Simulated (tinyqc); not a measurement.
Programming of a floating-gate cell by Fowler-Nordheim tunnelling: two steps of the calculation.

Per tunnel area the floating gate has Ctun = 3.9 eps0/tox to the channel (0 V) and Ccg to the control gate, Ct = Ctun/(1 - ag), no other coupling. With the threshold shift U = -Q/Ccg the field is F = ag (Vg - U)/tox, and dU/dt = J/Ccg. Fowler-Nordheim: J = A F^2 exp(-B/F), A = q^2/(16 pi^2 hbar mo phi) (times 1e14 for A/cm^2 with F in V/nm, emitter mass m0), B = (4/3) sqrt(mo/C) phi^1.5, C = hbar^2/(2 m0).

Values chosen for this exercise; oxide values close to those of silicon dioxide: tunnel barrier phi = 3.08 eV; tunnelling mass mo = 0.4 m0; tunnel oxide thickness tox = 6.8 nm; coupling ratio Ccg/Ct ag = 0.57; tunnel area ar = 8400 nm^2; threshold shift at the start Vt0 = -2.5 V; control-gate voltage Vg = 13.1 V; time step dt = 0.081 us; steps n = 10.

Constants: q = 1.602176634e-19 C, hbar = 1.054571817e-34 J s, m0 = 9.1093837015e-31 kg, eps0 = 8.8541878128e-14 F/cm where lengths are in cm, hbar^2/(2 m0) = 0.0380998212 eV nm^2. Results are converted to the units shown.

Task 1. Constants of the cell. A, B, Ccg = ag Ct, the starting field and current, K = A B ag/(Ccg tox), and the knee time t0 = exp(B/F(0))/K.

Wanted: A; B; Ccg; F(0); J(0); K; t0; electrons for 1 V of shift.

Result 1.

A = 1.2512e8 A cm^-2 (V/nm)^-2
B = 23.352 V/nm
Ccg = 0.67315 uF/cm^2
F(0) = 1.3076 V/nm
J(0) = 3.7539 A/cm^2
K = 3.6383e14 1/s
t0 = 0.15664 us
electrons for 1 V of shift = 352.92

Task 2. Explicit time steps against the exact solution. U(new) = U + dt J(F(U))/Ccg. Exact: exp(B/F(t)) = exp(B/F(0)) + K t, K = A B ag/(Ccg tox), and U = Vg - tox F/ag.

Wanted: t; F; J; U by steps; U exact.

Result 2.

t, step 0 to 10 (us): [0, 0.081000, 0.16200, 0.24300, 0.32400, 0.40500, 0.48600, 0.56700, 0.64800, 0.72900, 0.81000]
F, step 0 to 10 (V/nm): [1.3076, 1.2698, 1.2488, 1.2339, 1.2223, 1.2128, 1.2048, 1.1978, 1.1916, 1.1861, 1.1811]
J, step 0 to 10 (A/cm^2): [3.7539, 2.0782, 1.4763, 1.1501, 0.94305, 0.79924, 0.69331, 0.61196, 0.54749, 0.49512, 0.45174]
U by steps, step 0 to 10 (V): [-2.5000, -2.0483, -1.7982, -1.6206, -1.4822, -1.3687, -1.2725, -1.1891, -1.1155, -1.0496, -0.9900]
U exact, step 0 to 10 (V): [-2.5000, -2.1442, -1.9034, -1.7226, -1.5785, -1.4590, -1.3572, -1.2687, -1.1905, -1.1205, -1.0573]

Range of the model: Programming fields of 10 MV/cm and more wear the oxide; trapping and the channel potential are ignored.

Program tinyqc, `OMP_NUM_THREADS=1 python tinyqc.py 2130084 2130085 out.jsonl`; Intel Xeon 2.30GHz, shared host, one thread, about 0.01 s.
